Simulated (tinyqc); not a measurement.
Absorption coefficient and reflectance from two thicknesses.

Inverse problem. With transparent contact layers the responsivity is (1 - Rf)(1 - exp(-al wi)) q lam/(h c). The second absorber is twice as thick as the first. Find al and Rf.

Values chosen for this exercise: wavelength lam = 1310 nm.

Constants: q = 1.602176634e-19 C, h = 6.62607015e-34 J s, c = 299792458 m/s. Results are converted to the units shown.

responsivity for wi = 1.2 and 2.4 um (A/W): 0.79012661  0.97732954

Solution. The ratio of the responsivities is 1 + exp(-al w1), which gives al; either value then gives 1 - Rf.

al = 1.20e4 1/cm
Rf = 0.0200

Computed by the program tinyqc: `OMP_NUM_THREADS=1 python tinyqc.py 2250024 2250025 out.jsonl`, one thread of a shared Intel Xeon 2.30GHz, about 0.01 s for the whole run.
